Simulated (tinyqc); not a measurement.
## Resistance of a tapered via with liner, size effect and interface: two fill metals against the diameter

A round via whose diameter grows from db at the bottom as D(z) = db + 2 z/tan(ang). The fill, of diameter D - 2 tl, starts above the bottom liner (thickness fb tl) and has rho = rho0 (1 + ks lam/(D - 2 tl)); the sidewall liner conducts in parallel with it. The bottom liner and the interface are crossed over the full area pi db^2/4. Spreading in the lines above and below is left out.

Slices between z0 = fb tl and hv, evaluated at their midpoints: conductance per length pi/4 [(D - 2 tl)^2/rho + (D^2 - (D - 2 tl)^2)/rl], slice resistance = slice height over that. 2000 slices. R_fill = sum of the slices; R_bottom = rl fb tl/(pi db^2/4); R_interface = ri/(pi db^2/4). The second fill has rho2, lam2 and tl2 in place of rho0, lam and tl.

Parameters, values chosen for the exercise; fill metal close to ruthenium: height hv = 85 nm; sidewall angle ang = 86 degrees; bulk resistivity of the fill rho0 = 7.6 uohm cm; mean free path of the fill lam = 6.56 nm; size-effect factor ks = 1.3; liner on the sidewall tl = 0.1 nm; liner at the bottom over that on the sidewall fb = 1; resistivity of the liner rl = 180 uohm cm; interface resistivity at the bottom ri = 2.2e-12 ohm cm^2; ballistic conductance per area, about 3/(4 rho0 lam) Sb = 1.5e15 S/m^2; bulk resistivity of the second fill (close to molybdenum) rho2 = 5.32 uohm cm; its mean free path lam2 = 11.3 nm; its liner tl2 = 0.6 nm.

Two fill metals against the diameter:

| db (nm) | R, first fill (ohm) | R, second fill (ohm) | ratio second/first |
|---|---|---|---|
| 6 | 171.2 | 245.4 | 1.434 |
| 8.5 | 91.22 | 117.1 | 1.284 |
| 12 | 48.70 | 57.28 | 1.176 |
| 17 | 25.62 | 28.04 | 1.095 |
| 24 | 13.43 | 13.87 | 1.033 |
| 35 | 6.548 | 6.425 | 0.9813 |
| 49 | 3.421 | 3.238 | 0.9465 |
| 70 | 1.707 | 1.568 | 0.9186 |
| 100 | 0.8474 | 0.7608 | 0.8979 |

What does the comparison show?

The ratio goes from 1.43 to 0.898. The two fills give the same R at db = 30.1 nm; below it the first gives the lower R. Ratios within a few per cent of 1 are a tie, given that ballistic terms are left out.

Program tinyqc, `OMP_NUM_THREADS=1 python tinyqc.py 2750149 2750150 out.jsonl`; Intel Xeon 2.30GHz, shared host, one thread, about 0.01 s.
